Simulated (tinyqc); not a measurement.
Cell-based percolation model of oxide breakdown: two steps of the calculation.

The oxide, of thickness n a, is cut into cubic cells. A cell is defective with the chance l = 1 - exp(-a^3 N), N = N1 (t/1 s)^al. A column of n defective cells breaks the oxide down, and the area holds M = A/a^2 independent columns: 1 - F = (1 - l^n)^M.

Inputs (values chosen for the exercise): edge of a cell a = 0.6 nm; cells across the oxide n = 3; area A = 370 um^2; exponent of defect growth al = 0.5; defect density after 1 s N1 = 2.4e18 cm^-3.

Task 1. Critical defect density. At F = 1 - 1/e: l_c = (1 - exp(-1/M))^(1/n), N_bd = -ln(1 - l_c)/a^3, t63 = (N_bd/N1)^(1/al). W = ln(-ln(1 - F)); for small l, W = ln M + n ln(a^3 N), so the Weibull slope is n al.

Wanted: thickness; M; l_c; N_bd; N_bd times thickness; t63; n al.

Result 1.

thickness = 1.8000 nm
M = 1.0278e9
l_c = 9.9091e-4
N_bd = 4.5898e18 cm^-3
N_bd times thickness = 8.2617e11 cm^-2
t63 = 3.6574 s
n al = 1.5000

Task 2. The distribution. N, l, F and W = ln(-ln(1 - F)) at each time; the slope is taken between the end points.

| point | t (s) |
|---|---|
| 0 | 0.0079 |
| 1 | 0.037 |
| 2 | 0.17 |
| 3 | 0.79 |
| 4 | 2.3 |
| 5 | 3.7 |
| 6 | 6.7 |

Wanted: N; l; F; W; slope.

Result 2.

| point | N (cm^-3) | l | F | W |
|---|---|---|---|---|
| 0 | 2.1332e17 | 4.6075e-5 | 1.0053e-4 | -9.2050 |
| 1 | 4.6165e17 | 9.9711e-5 | 0.0010184 | -6.8890 |
| 2 | 9.8955e17 | 2.1372e-4 | 0.0099828 | -4.6019 |
| 3 | 2.1332e18 | 4.6066e-4 | 0.095587 | -2.2979 |
| 4 | 3.6398e18 | 7.8588e-4 | 0.39277 | -0.6954 |
| 5 | 4.6165e18 | 9.9667e-4 | 0.63851 | 0.0174 |
| 6 | 6.2122e18 | 0.0013409 | 0.91610 | 0.9075 |

slope = 1.4997

The slope is 0.019 % below n al, since l grows a little more slowly than N.

Numbers from tinyqc (`OMP_NUM_THREADS=1 python tinyqc.py 2070042 2070043 out.jsonl`; about 0.01 s on one thread of a shared Intel Xeon 2.30GHz).
